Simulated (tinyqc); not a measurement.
Inside a calculation. Model: strained alloy layer of InAs and GaAs on (001) InP, model-solid band line-up.

Numbers from tinyqc (`OMP_NUM_THREADS=1 python tinyqc.py 2690098 2690099 out.jsonl`; about 0.01 s on one thread of a shared Intel Xeon 2.30GHz). Printed values are rounded.

The layer is x parts of the first compound and 1 - x of the second, grown coherently on the third as substrate and barrier. Rows of the table: lattice constant a, average valence level Ea on an absolute scale, spin-orbit splitting so, gaps at Gamma, X and L, hydrostatic deformation potentials av and ac (Gamma), shear potential b, elastic constants, electron and heavy-hole (along z) masses. All are interpolated linearly in x; gaps get -C x (1 - x), taken wholly in the conduction band; real line-ups can differ from this model by 0.1 eV or more.

Values chosen for this exercise:
- x = 0.66 (fraction of the first compound in the layer)
- CG = 0.477 eV (bowing of the Gamma gap)
- CX = 1.4 eV (bowing of the X gap)
- CL = 0.33 eV (bowing of the L gap)
- Lw = 6.7 nm (layer thickness)

Constants: q = 1.602176634e-19 C, hbar = 1.054571817e-34 J s, h = 6.62607015e-34 J s, m0 = 9.1093837015e-31 kg, c = 299792458 m/s, hbar^2/(2 m0) = 0.0380998212 eV nm^2. Results are converted to the units shown.

## Relaxed alloy and strain

Binary compounds, values chosen for the exercise:
```
              close to InAs  close to GaAs  close to InP
a (angstrom)          6.058          5.653         5.869
Ea (eV)               -6.67          -6.92         -7.04
so (eV)               0.385          0.338          0.11
EG (eV)               0.355           1.41          1.33
EX (eV)                1.37           1.91          2.18
EL (eV)                1.08           1.69          1.95
av (eV)                1.01           1.15          1.27
ac (eV)               -5.12          -7.27         -5.01
b (eV)                -1.81          -1.71         -1.72
c11 (GPa)              84.3            118           102
c12 (GPa)              45.3           53.6          55.9
me (m0)              0.0228         0.0664        0.0797
mh (m0)               0.334          0.351         0.535
```

In-plane strain e = (a_substrate - a)/a, e_z = -2 (c12/c11) e, volume change 2 e + e_z.

a = 5.920300 angstrom
Gamma gap = 0.6066612 eV
X gap = 1.239440 eV
L gap = 1.213348 eV
e = -0.8665101 %
e_z = 0.8709079 %
volume change = -0.8621123 %

The relaxed alloy has its lowest gap at Gamma (direct). The layer is under compressive in-plane strain.

## Band edges and offsets

In-plane strain e = (a_substrate - a)/a, e_z = -2 (c12/c11) e, volume change 2 e + e_z. With v = 2 e + e_z and d = 2 b (e_z - e): Eav = Ea + av v; E_hh = Eav + so/3 - d/2; E_lh = Eav - so/6 + d/4 + sqrt(so^2 + so d + 9 d^2/4)/2; E_c = Ea + so/3 + EG + ac v (Gamma). Substrate: E_v = Ea + so/3, E_c = E_v + EG. Well depths: dEc = E_c(substrate) - E_c, dEhh = E_hh - E_v(substrate), dElh likewise; strained Gamma gap E_c - max(E_hh, E_lh); positive values confine carriers in the layer.

d = -0.06171309 eV
E_hh = -6.610254 eV
E_lh = -6.666427 eV
E_c = -5.974890 eV
strained Gamma gap = 0.6353645 eV
dEc = 0.3015566 eV
dEhh = 0.3930788 eV
dElh = 0.3369061 eV

The heavy-hole band lies on top, by 56.2 meV. At Gamma the line-up is type I, both carriers held in the layer.

## Critical thickness

In-plane strain e = (a_substrate - a)/a. Matthews-Blakeslee for 60-degree dislocations in a single layer: hc = k (ln(hc/bv) + 1), k = bv (1 - nu/4)/(4 pi |e| (1 + nu)), nu = c12/(c11 + c12), bv = a/sqrt(2); the larger root.

nu = 0.3344593
bv = 0.4186284 nm
hc = 11.35305 nm

The layer, Lw = 6.7 nm, is thinner than hc, so it stays coherent by this criterion.

## Electron to heavy-hole transition of the well

Lowest level of a finite well of width Lw and depth V: kw Lw/2 = arctan(sqrt((mw/mb)(V - E)/E)), kw = sqrt(mw E/C), C = hbar^2/(2 m0), for electrons (dEc) and heavy holes (dEhh), mb from the substrate; transition E_c - E_hh + both levels, without exciton binding; wavelength h c/E.

electron mass in the layer = 0.03762400 m0
heavy-hole mass in the layer = 0.3397800 m0
electron level = 71.40518 meV
heavy-hole level = 17.12397 meV
transition energy = 0.7238937 eV
wavelength = 1712.740 nm
